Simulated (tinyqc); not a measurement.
## Long-channel MOSFET, surface-potential model: output curve

n-channel transistor on a uniformly doped p-type body, gradual-channel approximation, constant mobility, Boltzmann statistics, full ionisation. Potentials are counted from the neutral body; V is the electron quasi-Fermi potential, Vsb at the source and Vsb + Vds at the drain. Charges are magnitudes per area.

ni = sqrt(Nc Nv) exp(-Eg/(2 Vt)), Eg in volts; phiF = Vt ln(Na/ni); Cox = eps0 eox/tox; gamma = sqrt(2 q eps0 eps_r Na)/Cox. The surface potential psi at channel potential V solves Vgs + Vsb - Vfb - psi = gamma sqrt(G), G = psi - Vt + Vt exp((psi - 2 phiF - V)/Vt). Charge sheet: Qi = Cox gamma [sqrt(G) - sqrt(psi - Vt)]; I = mu (W/L) [integral of Qi dpsi from psi_0 to psi_L (drift) + Vt (Qi0 - QiL) (diffusion)], with psi_0 at V = Vsb and psi_L at V = Vsb + Vds. Pao-Sah: Qi(V) = (Cox gamma/2) integral from 3 Vt to psi of exp((u - 2 phiF - V)/Vt)/sqrt(G(u, V)) du, and I = mu (W/L) integral of Qi dV from Vsb to Vsb + Vds. Square law: VT = Vfb + 2 phiF + gamma sqrt(2 phiF + Vsb), m = 1 + gamma/(2 sqrt(2 phiF + Vsb)), I = mu Cox (W/L) [(Vgs - VT) v - m v^2/2] with v the smaller of Vds and (Vgs - VT)/m, and zero below VT.

Inputs (values chosen for the exercise); material values close to those of 4H silicon carbide:
```
symbol,value,unit,meaning
T,300,K,temperature
Eg,3.27,eV,band gap
eps_r,9.67,,relative permittivity of the semiconductor
Nc,1.72e19,cm^-3,conduction-band density of states at T
Nv,2.48e19,cm^-3,valence-band density of states at T
Na,2e16,cm^-3,acceptor density of the body
eox,3.89,,relative permittivity of the gate insulator
tox,14,nm,insulator thickness
Vfb,-0.96,V,flat-band voltage
mu,130,cm^2/(V s),channel mobility
W,2,um,gate width
L,2,um,gate length
Vsb,0,V,source-body reverse bias
Vgs,2.76,V,gate-source voltage
```

Constants: q = 1.602176634e-19 C, kB = 1.380649e-23 J/K, Vt = kB T/q, eps0 = 8.8541878128e-14 F/cm where lengths are in cm. Results are converted to the units shown.

Result of one run:
```
Vds (V)  psi_L (V)  QiL (nC/cm^2)  I, charge sheet (uA)  I, Pao-Sah (uA)  I, square law (uA)
0.19         3.163          5.803                0.5456           0.5564               1.165
```

What becomes of these results when the drain-source voltage Vds is changed from 0.19 to 0.34 V, all else the same?

Result of the changed run:
```
Vds (V)  psi_L (V)  QiL (nC/cm^2)  I, charge sheet (uA)  I, Pao-Sah (uA)  I, square law (uA)
0.34         3.185        0.04115                0.5731           0.5843               1.280
```

The whole series:
```
Vds (V)  psi_L (V)  QiL (nC/cm^2)  I, charge sheet (uA)  I, Pao-Sah (uA)  I, square law (uA)
0.05         3.068          31.08                0.2338           0.2386              0.4284
0.1          3.107          20.73                0.3990           0.4072              0.7697
0.15         3.141          11.59                0.5017           0.5118               1.024
0.19         3.163          5.803                0.5456           0.5564               1.165
0.24         3.179          1.570                0.5674           0.5785               1.263
0.29         3.184         0.2750                0.5723           0.5835               1.280
0.34         3.185        0.04115                0.5731           0.5843               1.280
0.38         3.185       0.008801                0.5732           0.5844               1.280
0.43         3.185       0.001274                0.5733           0.5844               1.280
```

The Pao-Sah current rises from 0.239 to 0.584 uA, while the charge at the drain end falls from 31.1 to 0.00127 nC/cm^2. The current first comes within 1 % of its last value at Vds = 0.29 V among the rows listed; the square law saturates at (Vgs - VT)/m = 0.271 V. Over the last two rows psi_L moves by less than 1 mV: the drain has lost hold of the surface potential, so the current no longer grows. In the last row the charge sheet is 1.9 % below Pao-Sah and the square law 2.19 times it.

Program tinyqc, `OMP_NUM_THREADS=1 python tinyqc.py 2360071 2360072 out.jsonl`; Intel Xeon 2.30GHz, shared host, one thread, about 0.03 s.
